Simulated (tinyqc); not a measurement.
Temperature and isotope dependence of a band gap in oscillator models: sweeps and comparisons. A value that a table varies takes the place of the one given here.

E(T) = E0 - sum_i sl_i th_i n_i(T), n = 1/(exp(th/T) - 1). The same coupling lowers the gap at 0 K by the zero-point term ZP = sum_i sl_i th_i/2, so the gap of the static lattice is E0 + ZP. Thermal expansion is taken as part of the slopes.

Two-parameter forms are made to pass through the falls at the two temperatures T12: Varshni aV T^2/(T + bV), from the line T^2/fall = (T + bV)/aV; one oscillator s1 t1/(exp(t1/T) - 1), with t1 from the ratio of the falls.

Constants: kB = 8.617333262e-05 eV/K; hbar^2/2m0 = 3.80998211 eV angstrom^2.

Values chosen for the exercise (near those of GaN; not measured data):
```
symbol  value             unit   meaning
E0      3.518             eV     gap at 0 K
th      (202, 729)        K      temperatures of two oscillators
sl      (0.2614, 0.3326)  meV/K  their high-temperature slopes
T12     (360, 830)        K      temperatures of the fits
mm      0.53              m0     geometric mean of the density-of-states masses
T       600               K      temperature
```

## How far the fits carry

Falls of the gap from E0, and errors of the two fits against the model.

Results:
```
T (K)  fall (meV)  Varshni - model (meV)  one oscillator - model (meV)  fall/ZP
20           0.00                   0.56                          0.00    0.000
50           0.95                   2.34                         -0.90    0.006
100          8.24                   3.75                         -4.91    0.056
200         36.75                   4.11                         -4.43    0.249
300         78.37                   1.72                         -1.29    0.531
400        127.11                  -1.02                          0.60    0.861
600        234.21                  -3.30                          1.44    1.586
800        346.84                  -0.74                          0.27    2.349
```

Below the first fit point the largest errors are +4.11 meV (Varshni, 200 K, on a fall of 36.75 meV) and -4.91 meV (one oscillator, 100 K); a T^2 law cannot freeze out; a single oscillator misses the soft modes. No row lies well beyond the second fit point, so the table does not test extrapolation to high T. The thermal fall equals ZP between 400 and 600 K.

## What the shift does to the intrinsic density

ni = 2 (mm kT/(4 pi c))^(3/2) exp(-E/2kT), c = hbar^2/2m0, with E(T) and with E0; 1 angstrom^-3 = 1e24 cm^-3. Apparent gap from an Arrhenius plot of ni/T^(3/2): E(T) - T dE/dT, dE/dT = -sum sl_i (th_i/T)^2 n_i (1 + n_i).

Results:
```
T (K)  E(T) (eV)  ni (cm^-3)  ni with E(T) / ni with E0  apparent gap (eV)
200       3.4812    7.25e-26                      2.904             3.5536
250       3.4617    9.45e-17                      3.698             3.5664
300       3.4396    1.24e-10                      4.552             3.5775
350       3.4159    3.11e-06                      5.435             3.5870
400       3.3909     0.00648                      6.321             3.5949
500       3.3384         312                      8.038             3.6071
700       3.2279    8.28e+07                     11.075             3.6225
```

Using E0 in place of E(T) understates ni by a factor that rises from 2.90 to 11.07, towards exp(sum sl/2kB) = 31.4. The slope of an Arrhenius plot returns neither E(T) nor E0 but the intercept of the tangent, 3.5775 eV at 300 K, which lies 60 meV above E0 and tends to the static gap 3.6656 eV.

## What each parameter does

Gap at T, slope -sum sl_i (th_i/T)^2 n_i (1 + n_i) and ZP. Each row changes one parameter from the base and keeps the others.

Results:
```
case                         E(T) (eV)  dE/dT (meV/K)  ZP (meV)
base                            3.2838        -0.5535    147.63
T = 640 K                       3.2616        -0.5581    147.63
E0 = 3.528 eV                   3.2938        -0.5535    147.63
th = (202, 874) K               3.2978        -0.5385    171.75
sl = (0.3398, 0.3326) meV/K     3.2442        -0.6311    155.55
```

The largest shifts from the base row, up to three for each result and ties (the steps differ in size, so this ranks the rows, not the parameters). E(T) (eV): sl -0.0396, T -0.0222, th +0.0140. dE/dT (meV/K): sl -0.0777, th +0.0150, T -0.0046; unchanged at the printed digits by E0. ZP (meV): th +24.11, sl +7.92; unchanged at the printed digits by T and E0.

Computed by tinyqc, a small Python program: `OMP_NUM_THREADS=1 python tinyqc.py 1880080 1880081 out.jsonl` (the numbers bound the seed that draws the inputs); one thread of a shared host (Intel(R) Xeon(R) Processor @ 2.30GHz), about 0.01 s for the whole set of steps.
